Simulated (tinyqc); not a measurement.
Plane-wave Kohn-Sham cycle with exchange-only LDA in a layered model solid, step by step. Computed by tinyqc, a small Python program that keeps every step. Settings: points = 16, plane-wave index or count = 3, electrons = 2, k points = 3, area = 25.0, mixing = 0.1, iteration cap = 77. Command: `OMP_NUM_THREADS=1 python tinyqc.py 31858 31859 out.jsonl` (the two numbers bound the seeds that draw the settings). One thread of a shared host (Intel(R) Xeon(R) Processor @ 2.60GHz), about 0.03 s of CPU time with the checks. Later iterations appear only in the table of the cycle.

## Iteration 1: potential

A solid whose potential varies along x alone (atomic units):

| parameter | value |
|---|---|
| period a | 12.900000 |
| cross-section of the cell | 25.000000 |
| electrons per cell | 2 |
| grid points | 16 |
| plane waves -n..n, n | 3 |
| k points | 3 |
| V1 in V1 cos(2 pi x/a) | -0.790000 |

density at the start, on the grid x_j = j a/N (e/bohr^3): 0.00620155  0.00620155  0.00620155  0.00620155  0.00620155  0.00620155  0.00620155  0.00620155  0.00620155  0.00620155  0.00620155  0.00620155  0.00620155  0.00620155  0.00620155  0.00620155

V_H(G) = 4 pi rho(G)/G^2 for G != 0 (uniform background); v_x = -(3 rho/pi)^(1/3); V = V_ext + V_H + v_x; Fourier components f(G_m) = (1/N) sum_j f(x_j) exp(-i G_m x_j).

Potentials on the grid (hartree):

| x | V_ext | V_H | v_x | V |
|---|---|---|---|---|
| 0.000000 | -0.790000 | 0.000000 | -0.180922 | -0.970922 |
| 0.806250 | -0.729865 | 0.000000 | -0.180922 | -0.910786 |
| 1.612500 | -0.558614 | 0.000000 | -0.180922 | -0.739536 |
| 2.418750 | -0.302320 | 0.000000 | -0.180922 | -0.483242 |
| 3.225000 | 0 | 0.000000 | -0.180922 | -0.180922 |
| 4.031250 | 0.302320 | 0.000000 | -0.180922 | 0.121398 |
| 4.837500 | 0.558614 | 0.000000 | -0.180922 | 0.377693 |
| 5.643750 | 0.729865 | 0.000000 | -0.180922 | 0.548943 |
| 6.450000 | 0.790000 | 0.000000 | -0.180922 | 0.609078 |
| 7.256250 | 0.729865 | 0.000000 | -0.180922 | 0.548943 |
| 8.062500 | 0.558614 | 0.000000 | -0.180922 | 0.377693 |
| 8.868750 | 0.302320 | 0.000000 | -0.180922 | 0.121398 |
| 9.675000 | 0 | 0.000000 | -0.180922 | -0.180922 |
| 10.481250 | -0.302320 | 0.000000 | -0.180922 | -0.483242 |
| 11.287500 | -0.558614 | 0.000000 | -0.180922 | -0.739536 |
| 12.093750 | -0.729865 | 0.000000 | -0.180922 | -0.910786 |

V(G_m), m = 0, 1, 2, ... (hartree): -0.180922  -0.395000  0.000000  0.000000  0.000000  0.000000  0.000000

## Iteration 1: Hamiltonian at one k

k = 0.000000 2 pi / a

H(m,m') = (k + G_m)^2/2 delta + V(G_m - G_m'), with V(-G) = V(G).

H (hartree):
```
           -3         -2         -1         +0         +1         +2         +3
-3   0.886640  -0.395000   0.000000   0.000000   0.000000   0.000000   0.000000
-2  -0.395000   0.293550  -0.395000   0.000000   0.000000   0.000000   0.000000
-1   0.000000  -0.395000  -0.062304  -0.395000   0.000000   0.000000   0.000000
+0   0.000000   0.000000  -0.395000  -0.180922  -0.395000   0.000000   0.000000
+1   0.000000   0.000000   0.000000  -0.395000  -0.062304  -0.395000   0.000000
+2   0.000000   0.000000   0.000000   0.000000  -0.395000   0.293550  -0.395000
+3   0.000000   0.000000   0.000000   0.000000   0.000000  -0.395000   0.886640
```

## Iteration 1: levels at that k

Diagonalise the Hermitian matrix.

eigenvalues (hartree): -0.761855  -0.358507  0.013130  0.362771  0.563786  1.113622  1.121903

## Iteration 1: new density

Motion across x is left out: the lowest 1 band(s) hold two electrons at each of the k points (j + 1/2)/nk - 1/2. Residual R = rho(out) - rho(in); rho(new) = rho(in) + 0.1 R. rho(out) = 2/(a A nk) sum |psi|^2 with psi = sum c exp(i G x). Harris energy E = band energy - dV sum rho (V_H/2 + v_x) + (3/4) dV sum rho v_x with rho(in), dV = a A/N, band energy = (2/nk) sum of the filled levels.

rho(out) (e/bohr^3): 0.02818608  0.02198664  0.01027455  0.00276630  0.00042806  0.00005224  0.00001024  0.00000102  0.00000064  0.00000102  0.00001024  0.00005224  0.00042806  0.00276630  0.01027455  0.02198664

density after iteration 1 (e/bohr^3): 0.00840000  0.00778006  0.00660885  0.00585803  0.00562420  0.00558662  0.00558242  0.00558150  0.00558146  0.00558150  0.00558242  0.00558662  0.00562420  0.00585803  0.00660885  0.00778006

energy per cell = -1.43294989 hartree

## Iteration 2: potential

As before.

Potentials on the grid (hartree):

| x | V_ext | V_H | v_x | V |
|---|---|---|---|---|
| 0.000000 | -0.790000 | 0.067837 | -0.200178 | -0.922341 |
| 0.806250 | -0.729865 | 0.059311 | -0.195127 | -0.865682 |
| 1.612500 | -0.558614 | 0.038274 | -0.184799 | -0.705139 |
| 2.418750 | -0.302320 | 0.013584 | -0.177517 | -0.466253 |
| 3.225000 | 0 | -0.008665 | -0.175123 | -0.183788 |
| 4.031250 | 0.302320 | -0.026322 | -0.174732 | 0.101265 |
| 4.837500 | 0.558614 | -0.038975 | -0.174689 | 0.344951 |
| 5.643750 | 0.729865 | -0.046572 | -0.174679 | 0.508614 |
| 6.450000 | 0.790000 | -0.049105 | -0.174679 | 0.566217 |
| 7.256250 | 0.729865 | -0.046572 | -0.174679 | 0.508614 |
| 8.062500 | 0.558614 | -0.038975 | -0.174689 | 0.344951 |
| 8.868750 | 0.302320 | -0.026322 | -0.174732 | 0.101265 |
| 9.675000 | 0 | -0.008665 | -0.175123 | -0.183788 |
| 10.481250 | -0.302320 | 0.013584 | -0.177517 | -0.466253 |
| 11.287500 | -0.558614 | 0.038274 | -0.184799 | -0.705139 |
| 12.093750 | -0.729865 | 0.059311 | -0.195127 | -0.865682 |

V(G_m), m = 0, 1, 2, ... (hartree): -0.180512  -0.371708  0.001416  -0.000419  -0.000208  -0.000019  0.000016

## Iteration 2: Hamiltonian at one k

k = 0.000000 2 pi / a

As before.

H (hartree):
```
           -3         -2         -1         +0         +1         +2         +3
-3   0.887049  -0.371708   0.001416  -0.000419  -0.000208  -0.000019   0.000016
-2  -0.371708   0.293960  -0.371708   0.001416  -0.000419  -0.000208  -0.000019
-1   0.001416  -0.371708  -0.061894  -0.371708   0.001416  -0.000419  -0.000208
+0  -0.000419   0.001416  -0.371708  -0.180512  -0.371708   0.001416  -0.000419
+1  -0.000208  -0.000419   0.001416  -0.371708  -0.061894  -0.371708   0.001416
+2  -0.000019  -0.000208  -0.000419   0.001416  -0.371708   0.293960  -0.371708
+3   0.000016  -0.000019  -0.000208  -0.000419   0.001416  -0.371708   0.887049
```

## Iteration 2: levels at that k

As before.

eigenvalues (hartree): -0.720132  -0.331621  0.022910  0.358098  0.538935  1.091415  1.098113

## Iteration 2: new density

As before.

rho(out) (e/bohr^3): 0.02776918  0.02180447  0.01041777  0.00293609  0.00049185  0.00006446  0.00001178  0.00000119  0.00000043  0.00000119  0.00001178  0.00006446  0.00049185  0.00293609  0.01041777  0.02180447

density after iteration 2 (e/bohr^3): 0.01033692  0.00918250  0.00698974  0.00556583  0.00511097  0.00503440  0.00502535  0.00502347  0.00502336  0.00502347  0.00502535  0.00503440  0.00511097  0.00556583  0.00698974  0.00918250

energy per cell = -1.35453690 hartree

## Convergence

Stop when sqrt(dV sum R^2) is below 1e-8, dV = a A/N.

Course of the cycle:

| iteration | E (hartree) | norm of the residual |
|---|---|---|
| 1 | -1.43294989 | 1.66e-01 |
| 2 | -1.35453690 | 1.48e-01 |
| 3 | -1.29038036 | 1.31e-01 |
| 4 | -1.23864588 | 1.16e-01 |
| 5 | -1.19730238 | 1.02e-01 |
| 6 | -1.16447898 | 9.02e-02 |
| 7 | -1.13855771 | 7.94e-02 |
| 8 | -1.11818081 | 6.98e-02 |
| 9 | -1.10222847 | 6.13e-02 |
| 10 | -1.08978786 | 5.38e-02 |
| 11 | -1.08012118 | 4.72e-02 |
| ... | ... | ... |
| 67 | -1.04877010 | 1.43e-04 |
| 68 | -1.04877021 | 1.30e-04 |
| 69 | -1.04877031 | 1.18e-04 |
| 70 | -1.04877039 | 1.07e-04 |
| 71 | -1.04877045 | 9.69e-05 |
| 72 | -1.04877051 | 8.79e-05 |
| 73 | -1.04877055 | 7.97e-05 |
| 74 | -1.04877059 | 7.22e-05 |
| 75 | -1.04877062 | 6.54e-05 |
| 76 | -1.04877065 | 5.93e-05 |
| 77 | -1.04877067 | 5.37e-05 |

Not converged within 77 iterations: the residual falls steadily but slowly, by a factor of about 0.91 a step. Reruns (cap 100 unless said): mixing 0.5, Kerker q0 1.0: not converged; mixing 0.3, Pulay depth 5: converged in 11 (E = -1.04877); the original settings with a cap of 400: converged in 162 (E = -1.04877).
